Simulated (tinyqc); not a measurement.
Blur against noise: chemically amplified photoresist: aerial image, acid generation, bake, development and line width. Computed by tinyqc, a small Python program. Command: `OMP_NUM_THREADS=1 python tinyqc.py 3005211 3005212 out.jsonl resist walk`. One thread of a shared host (Intel(R) Xeon(R) Processor @ 2.30GHz), about 0.02 s of CPU time with the checks.

Lines and spaces of pitch p with a two-beam-like image; x = 0 is the middle of the bright space. The resist is positive and treated as uniform in depth.

Inputs (values chosen for the exercise, for a model resist at 13.5 nm):
```
quantity                      value     unit
pitch p                          36       nm
image contrast c               0.79        -
mean dose E                    2.57  mJ/cm^2
Dill parameter C              0.048  cm^2/mJ
bake time t                      90        s
photon energy                 91.84       eV
absorption coefficient alpha    5.4     1/um
```

Method:
- Dose E(x) = E [1 + c cos(2 pi x/p)]; acid h = 1 - exp(-C E(x)).
- Bake: the acid image is blurred by a Gaussian of variance sigma^2 = 2 D t (each Fourier term k of h, taken on 64 points, is multiplied by exp(-4 pi^2 k^2 D t/p^2)).
- For each sigma the edge is held at x = p/4; N is taken at the mean dose; edge noise = (dh/d ln E)/(sqrt(N V) |dh/dx|), both derivatives taken of the blurred acid, V = (2 sqrt(pi) sigma)^3, N = E alpha/(photon energy), 1 mJ/cm^2 = 62.41509 eV/nm^2.

Trade-off:
```
sigma/p  sigma (nm)  blur factor  photons in V  edge noise (nm)
0.02           0.72      0.99214    1.5682e-01           18.438
0.04           1.44      0.96891    1.2545e+00            6.653
0.07           2.52      0.90781    6.7236e+00            3.043
0.10           3.60      0.82087    1.9602e+01            1.954
0.14           5.04      0.67917    5.3789e+01            1.413
0.18           6.48      0.52753    1.1432e+02            1.241
0.22           7.92      0.38467    2.0873e+02            1.257
0.27           9.72      0.23717    3.8583e+02            1.499
0.33          11.88      0.11653    7.0445e+02            2.257
```

What follows from these numbers?

The noise is least near sigma/p = 0.18 among these rows. More diffusion averages over more photons (noise falls as sigma^(-3/2)) until it erases the image slope (factor exp(-2 pi^2 sigma^2/p^2)); for a pure cosine the two balance at sigma/p = sqrt(3/8)/pi = 0.195. Caution: for a film thinner than the blur the noise falls as 1/sigma only, and the optimum moves to sigma/p = 1/(2 pi) = 0.159. Caution: rows with under about ten photons in V are beyond a Gaussian noise estimate.

Extremes, crossings and ranges named in words are read from the listed rows.
